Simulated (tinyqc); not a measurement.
# Short-channel transistor, virtual-source model with series resistance, step by step

Computed by the program tinyqc: `OMP_NUM_THREADS=1 python tinyqc.py 2380023 2380024 out.jsonl`, one thread of a shared Intel Xeon 2.30GHz, about 0.01 s for the whole run. Printed values are rounded.

The current per gate width is the charge at the top of the source barrier (the virtual source) times its velocity times a saturation function; al and be are fitting constants of the model. Units: I in uA/um, Rs in ohm um, so I Rs = 1e-6 I Rs in volts; Q in uC/cm^2, so I = 1e-4 Q vx0 Fsat with vx0 in cm/s.

Values chosen for this exercise: temperature T = 300 K; inversion capacitance Cinv = 1.48 uF/cm^2; velocity at the virtual source vx0 = 1.59e7 cm/s; apparent mobility mu = 190 cm^2/(V s); channel length L = 20 nm; threshold at zero drain voltage VT0 = 0.433 V; drain-induced barrier lowering dl = 0.195 V/V; subthreshold factor n0 = 1.06; growth of n with drain voltage nd = 0.2 1/V; threshold shift (in units of Vt) from weak to strong inversion al = 3.5; sharpness of saturation be = 1.4; series resistance of each contact Rs = 150 ohm um; gate voltage Vgs = 1.2 V; drain voltage Vds = 1.2 V.

Constants: q = 1.602176634e-19 C, kB = 1.380649e-23 J/K, Vt = kB T/q. Results are converted to the units shown.

## Iteration 1: current through the series resistance

I at the start = 0 uA/um

Intrinsic voltages Vg' = Vgs - I Rs, Vd' = Vds - 2 I Rs. n = n0 + nd Vd', VT = VT0 - dl Vd', Ff = 1/(1 + exp((Vg' - VT + al Vt/2)/(al Vt))), Q = Cinv n Vt ln(1 + exp((Vg' - VT + al Vt Ff)/(n Vt))), Vdsat = (vx0 L/mu)(1 - Ff) + Vt Ff, Fsat = u/(1 + u^be)^(1/be) with u = Vd'/Vdsat, and I(out) = Q vx0 Fsat per width. (Fsat takes the sign of u.) I(new) = I(out).

Vg' = 1.2 V
Vd' = 1.2 V
VT = 0.199 V
Ff = 9.51174e-6
Q = 1.48148 uC/cm^2
Vdsat = 0.167367 V
Fsat = 0.957024
I(out) = 2254.32 uA/um
I after iteration 1 = 2254.32 uA/um

## Iteration 2: current through the series resistance

As before.

Vg' = 0.861852 V
Vd' = 0.523703 V
VT = 0.330878 V
Ff = 0.00171217
Q = 0.786071 uC/cm^2
Vdsat = 0.167126 V
Fsat = 0.876804
I(out) = 1095.88 uA/um
I after iteration 2 = 1095.88 uA/um

## Iteration 3: current through the series resistance

As before.

Vg' = 1.03562 V
Vd' = 0.871237 V
VT = 0.263109 V
Ff = 1.18827e-4
Q = 1.14333 uC/cm^2
Vdsat = 0.167352 V
Fsat = 0.934620
I(out) = 1699.04 uA/um
I after iteration 3 = 1699.04 uA/um

## Course of the iteration: current through the series resistance

Stop when I changes by less than 1e-7 uA/um, or after 80 iterations.

Course of the iteration:

| iteration | I (uA/um) | \|change\| (uA/um) |
|---|---|---|
| 1 | 2254.32 | 2250 |
| 2 | 1095.88 | 1160 |
| 3 | 1699.04 | 603 |
| 4 | 1388.23 | 311 |
| 5 | 1549.04 | 161 |
| 6 | 1466.04 | 83.0 |
| 7 | 1508.93 | 42.9 |
| 8 | 1486.78 | 22.2 |
| 9 | 1498.22 | 11.4 |
| ... | ... | ... |
| 30 | 1494.33 | 1.08e-5 |
| 31 | 1494.33 | 5.58e-6 |
| 32 | 1494.33 | 2.88e-6 |
| 33 | 1494.33 | 1.49e-6 |
| 34 | 1494.33 | 7.69e-7 |
| 35 | 1494.33 | 3.97e-7 |
| 36 | 1494.33 | 2.05e-7 |
| 37 | 1494.33 | 1.06e-7 |
| 38 | 1494.33 | 5.48e-8 |

Converged in 38 iterations. At the end each change is about 0.52 times the one before, with alternating sign: linear convergence.

## What the series resistance costs

converged I = 1494.33 uA/um
I0 = 2254.32 uA/um

Intrinsic voltages Vg' = Vgs - I Rs, Vd' = Vds - 2 I Rs. n = n0 + nd Vd', VT = VT0 - dl Vd', Ff = 1/(1 + exp((Vg' - VT + al Vt/2)/(al Vt))), Q = Cinv n Vt ln(1 + exp((Vg' - VT + al Vt Ff)/(n Vt))), Vdsat = (vx0 L/mu)(1 - Ff) + Vt Ff, Fsat = u/(1 + u^be)^(1/be) with u = Vd'/Vdsat, and I = Q vx0 Fsat per width. I0 is the current for Rs = 0. Effective velocity I/Q; transit time L Q/I.

loss against I0 = 33.7128 %
effective velocity = 1.46445e7 cm/s
transit time = 0.136570 ps

The carriers leave the virtual source at 92.1 % of vx0: the device is in saturation.
